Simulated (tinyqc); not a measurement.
# Cell and bit-line capacitance from two signals

Inverse problem. In a DRAM a freshly written one gives the bit-line signal (Vd/2) Cs/(Cs + Cb). Find Cs and Cb.

Values chosen for this exercise:
```
symbol  value  unit        meaning
Vd        1.2     V  array voltage
```

signal of a fresh one without and with 10 fF added to the bit line (mV): [111.11111, 93.75]

Solution. (Vd/2)/signal = 1 + Cb/Cs, and the added capacitance raises it by its ratio to Cs.

Cs = 10.0 fF
Cb = 44.0 fF

Numbers from tinyqc (`OMP_NUM_THREADS=1 python tinyqc.py 2130107 2130108 out.jsonl`; about 0.01 s on one thread of a shared Intel Xeon 2.30GHz).
